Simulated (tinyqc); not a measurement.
# Short-channel transistor, virtual-source model with series resistance: effect of the channel length on the on and off currents

The current per gate width is the charge at the top of the source barrier (the virtual source) times its velocity times a saturation function; al and be are fitting constants of the model. Units: I in uA/um, Rs in ohm um, so I Rs = 1e-6 I Rs in volts; Q in uC/cm^2, so I = 1e-4 Q vx0 Fsat with vx0 in cm/s.

Intrinsic voltages Vg' = Vgs - I Rs, Vd' = Vds - 2 I Rs. n = n0 + nd Vd', VT = VT0 - dl Vd', Ff = 1/(1 + exp((Vg' - VT + al Vt/2)/(al Vt))), Q = Cinv n Vt ln(1 + exp((Vg' - VT + al Vt Ff)/(n Vt))), Vdsat = (vx0 L/mu)(1 - Ff) + Vt Ff, Fsat = u/(1 + u^be)^(1/be) with u = Vd'/Vdsat, and I = Q vx0 Fsat per width. I is solved self-consistently. Ion is I at Vgs = Vds = 0.7 V, Ioff at Vgs = 0, Vds = 0.7 V, and Rlin = Vds/I at Vgs = 0.7 V, Vds = 0.05 V. mu, vx0, VT0, dl and n0 are held fixed.

Values chosen for this exercise:
```
symbol,value,unit,meaning
T,300,K,temperature
Cinv,2.68,uF/cm^2,inversion capacitance
vx0,1.71e7,cm/s,velocity at the virtual source
mu,1100,cm^2/(V s),apparent mobility
VT0,0.49,V,threshold at zero drain voltage
dl,0.156,V/V,drain-induced barrier lowering
n0,1.35,,subthreshold factor
nd,0,1/V,growth of n with drain voltage
al,3.5,,threshold shift (in units of Vt) from weak to strong inversion
be,1.4,,sharpness of saturation
Rs,150,ohm um,series resistance of each contact
```

Constants: q = 1.602176634e-19 C, kB = 1.380649e-23 J/K, Vt = kB T/q. Results are converted to the units shown.

Effect of the channel length on the on and off currents:
```
L (nm)  Ion (uA/um)  Ioff (nA/um)  log10(Ion/Ioff)  Rlin (ohm um)
10           786.55        36.407           4.3345         319.60
15           784.71        36.405           4.3335         328.10
24           780.87        36.400           4.3315         343.19
36           774.99        36.394           4.3283         362.96
55           764.50        36.384           4.3225         393.63
85           746.25        36.368           4.3122         440.95
130          717.36        36.344           4.2953         510.29
200          672.95        36.306           4.2680         615.91
```

What does the table show?

As L goes from 10 to 200 nm, Ion falls from 787 to 673 uA/um, Ioff stays near 36.4 nA/um and Rlin rises from 320 to 616 ohm um. Ion changes by a factor of 0.856 and Ioff by 0.997. Below threshold Vdsat is near Vt, so L and mu hardly reach the off current. At L = 200 nm the channel is long for this model, whose fixed vx0 belongs to short devices.

Computed by the program tinyqc: `OMP_NUM_THREADS=1 python tinyqc.py 2380134 2380135 out.jsonl`, one thread of a shared Intel Xeon 2.30GHz, about 0.01 s for the whole run.
